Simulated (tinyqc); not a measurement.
The energy-gap law: non-radiative capture by multiphonon emission, one effective mode. Computed by tinyqc, a small Python program. Command: `OMP_NUM_THREADS=1 python tinyqc.py 3003663 3003664 out.jsonl capture sweep`. One thread of a shared host (Intel(R) Xeon(R) Processor @ 2.30GHz), about 0.03 s of CPU time with the checks.

The initial state (free carrier plus empty centre) lies dE above the final state; both have the same frequency and are displaced by dQ.

Inputs (values chosen for the exercise, with mass, screening and phonons like those of silicon): phonon energy hbar omega = 55.1 meV; Huang-Rhys factor S = 7.99; electron-phonon coupling W = 0.0053 eV/(u^(1/2) angstrom); cell volume V = 1720 angstrom^3; degeneracy g = 1; broadening b = 50 meV; carrier mass m = 0.329 m_0; dielectric constant eps = 12.1; temperature T = 400 K; defect density N_t = 9e+14 cm^-3.

Centre: attractive.

Constants: hbar^2/u = 4.18015928e-03 eV angstrom^2; k_B = 8.617333262e-05 eV/K; hbar = 6.582119569e-16 eV s; Ry = 13.605693123 eV; k_B = 1.380649e-23 J/K; m_0 = 9.1093837015e-31 kg.

Method:
- dQ = sqrt(2 S (hbar^2/u)/hbar omega); relaxation energy lambda = S hbar omega; phonons needed P = dE/hbar omega; classical barrier E_b = (dE - lambda)^2/(4 lambda); occupation n = 1/(exp(hbar omega/k_B T) - 1).
- Huang-Rhys weight for a net emission of p phonons: L_p = exp(-S (2n + 1)) ((n + 1)/n)^(p/2) I_p(2 S sqrt(n (n + 1))), I_p the modified Bessel function.
- M_p = sum_m w_m <m_i|Q|(m + p)_f>^2 with Q counted from the final minimum and Boltzmann weights w_m for m = 0..24; <m_i|Q|k_f> = sqrt((hbar^2/u)/(2 hbar omega)) [sqrt(k) <m|k-1> + sqrt(k+1) <m|k+1>], with overlaps of oscillators displaced by d = sqrt(2 S) summed on 1500 points from -16 to 16 + d.
- The delta function is a Gaussian of standard deviation b at dE - p hbar omega.
- C_0 = V (2 pi/hbar) g W^2 sum_p M_p Gaussian_p. The sum runs over the seven p from round(P) - 3 to round(P) + 3; 1 angstrom^3 = 1e-24 cm^3.
- Sommerfeld factor of an attractive centre: s(k) = 2 pi nu/(1 - exp(-2 pi nu)), nu = sqrt(Ry*/E), Ry* = Ry m/eps^2, averaged over (2/sqrt(pi)) sqrt(x) exp(-x) dx with x = E/k_B T = t^2 (trapezoid, t to 6 in steps of 0.01).
- C = s C_0; v = sqrt(3 k_B T/m); sigma = C/v; tau = 1/(C N_t).

One run for each value:
```
energy released dE (eV)  capture coefficient C (cm^3/s)  classical barrier E_b (eV)      P
0.380                                         6.537e-09                   2.061e-03   6.90
0.485                                         7.977e-09                   1.137e-03   8.80
0.589                                         7.275e-09                   1.256e-02  10.69
0.694                                         5.096e-09                   3.656e-02  12.60
0.798                                         2.831e-09                   7.268e-02  14.48
0.903                                         1.259e-09                   1.216e-01  16.39
1.010                                         4.496e-10                   1.843e-01  18.33
1.110                                         1.447e-10                   2.547e-01  20.15
1.220                                         3.483e-11                   3.453e-01  22.14
```

Over the rows, capture coefficient C (cm^3/s) goes from 6.54e-9 through a maximum among these rows, 7.98e-9 at 0.485, to 3.48e-11; classical barrier E_b (eV) goes from 0.00206 through a minimum among these rows, 0.00114 at 0.485, to 0.345; P rises from 6.90 to 22.1 (exponent d ln y / d ln x about 1.0 throughout). ln C changes by -0.71 for each added phonon at the high end; the slope is still steepening, and becomes nearly constant only for P well above S. The maximum lies somewhat above dE = S hbar omega, where the barrier vanishes, because the matrix element of Q grows with dE.

Caution (rows 0.694): the largest term is not the one nearest energy conservation, so C_0 depends strongly on the broadening b.

Extremes, crossings and ranges named in words are read from the listed rows.
